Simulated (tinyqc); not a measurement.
Thinning the film: dielectric confinement in a thin film (image charges).

A film |z| < t/2 of dielectric constant eps between half-spaces of dielectric constant e2; lam = (eps - e2)/(eps + e2), q = e^2/(4 pi eps0). The self-energy of a band edge is taken with the high-frequency value, e2 = eh, and the field of a fixed ion with the static one, e2 = eo. A charge at z has images lam^|n| at n t + (-1)^n z. Its self-energy is S(z) = (q/2 eps) sum over n >= 1 of lam^n [1/(n t - 2z) + 1/(n t + 2z)] for odd n and 2 lam^n/(n t) for even n; at the centre S(0) = -(q/(eps t)) ln(1 - lam).

Donor at the centre, lam from the static eo, trial function cos(pi z/t) exp(-rho/l): E(l) = c/(m l^2) - (q/eps) times the integral over k of F(k t) (1 + (k l/2)^2)^(-3/2), with F(x) = F0 + 2 lam exp(-x) G/(1 - lam exp(-x)), F0 = 2[(1 - exp(-x/2))/x + x (1 + exp(-x/2))/(x^2 + 4 pi^2)], G = 2 sinh(x/2)[1/x - x/(x^2 + 4 pi^2)]; c = hbar^2/2m0. The binding energy is -E at the minimum, counted from the subband edge with its self-energy.

Constants: e^2/(4 pi eps0) = 14.39964547 eV angstrom; hbar^2/2m0 = 3.80998211 eV angstrom^2; Ry = 13.60569312 eV.

Values chosen for the exercise (near those of a Ge film between layers of HfO2; shifted at random, so the results belong to these values and not to a real crystal):

| symbol | value | unit | meaning |
|---|---|---|---|
| eps | 16.2 |  | dielectric constant of the film |
| eh | 3.9 |  | high-frequency dielectric constant outside |
| eo | 22.5 |  | static dielectric constant outside |
| m | 0.154 | m0 | mass in the plane |
| mz | 0.12 | m0 | mass across the film |
| ts | (10, 15, 22, 32, 48, 70, 100) | angstrom | thicknesses |

<S> is the mean over (2/t) cos^2(pi z/t); confinement c (pi/t)^2/mz; donor binding with and without images.

Results:

| t (angstrom) | <S> (meV) | confinement (meV) | binding, no images (meV) | binding (meV) | l (angstrom) |
|---|---|---|---|---|---|
| 10 | 96.2 | 3133.6 | 27.2 | 17.2 | 38.0 |
| 15 | 64.1 | 1392.7 | 25.5 | 17.1 | 38.7 |
| 22 | 43.7 | 647.4 | 23.7 | 16.8 | 40.0 |
| 32 | 30.0 | 306.0 | 21.7 | 16.1 | 42.0 |
| 48 | 20.0 | 136.0 | 19.3 | 15.1 | 45.1 |
| 70 | 13.7 | 64.0 | 17.0 | 13.9 | 49.2 |
| 100 | 9.6 | 31.3 | 14.9 | 12.5 | 54.2 |

Between 100 and 10 angstrom the binding goes from 12.5 to 17.2 meV; quantum confinement alone would take it from 14.9 to 27.2, so the images supply -2.4 and -9.9 meV. |<S>| goes as 1/t and exceeds the confinement energy beyond 326 angstrom. Hard-wall energies above 300 meV (up to t = 32 angstrom) overstate the confinement: walls are finite and valleys non-parabolic.

Run: tinyqc, `OMP_NUM_THREADS=1 python tinyqc.py 1280081 1280082 out.jsonl`; Intel(R) Xeon(R) Processor @ 2.30GHz, one thread, shared host; about 0.03 s of CPU time with all checks.
